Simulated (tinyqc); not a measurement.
Sweep of alpha: linear model of a band gap against the share of exact exchange.

E(alpha) = E0 + S alpha. A wider gap screens less, modelled in the Penn form eps(alpha) = 1 + (e0 - 1)(EP/(EP + S alpha))^2 with a scale EP chosen for the exercise. A dielectric-dependent hybrid takes alpha = 1/eps.

Inputs chosen for the exercise (of the order of those of Al2O3; the results hold for these values, not for the real material): E0 = 5.98 eV (gap of the semi-local functional); S = 9.01 eV (slope dE/d(alpha)); e0 = 3.5 (optical dielectric constant at alpha = 0); EP = 26.5 eV (energy scale of the screening); Et = 8.7 eV (target gap).

Also the exciton scale relative to alpha = 0, (m/m(0))(eps(0)/eps)^2, with a mass proportional to E + D, D = E0/2 + 0.3 eV, a k.p rule for direct gaps only.

Results:

| alpha | E (eV) | eps | alpha eps | exciton scale |
|---|---|---|---|---|
| 0.00 | 5.980 | 3.500 | 0.000 | 1.00 |
| 0.05 | 6.431 | 3.417 | 0.171 | 1.10 |
| 0.15 | 7.332 | 3.263 | 0.489 | 1.32 |
| 0.20 | 7.782 | 3.192 | 0.638 | 1.44 |
| 0.25 | 8.232 | 3.124 | 0.781 | 1.56 |
| 0.35 | 9.133 | 2.997 | 1.049 | 1.83 |
| 0.50 | 10.485 | 2.826 | 1.413 | 2.28 |

Give the missing row, alpha = 0.10.

Computed row:
```
alpha  E (eV)    eps  alpha eps  exciton scale
0.10    6.881  3.338      0.334           1.21
```

alpha eps reaches 1 between alpha = 0.25 and 0.35 (fixed point 0.331), and the target gap is met between 0.25 and 0.35. At the fixed point the gap is 8.96 eV, +0.26 eV from the target. From 0 to 0.25 the gap grows by 2.25 eV while eps falls by 11 %; the exciton scale, which takes both, grows by a factor of 1.56.

Run: tinyqc, `OMP_NUM_THREADS=1 python tinyqc.py 1880339 1880340 out.jsonl`; Intel(R) Xeon(R) Processor @ 2.30GHz, one thread, shared host; about 0.01 s of CPU time with all checks.
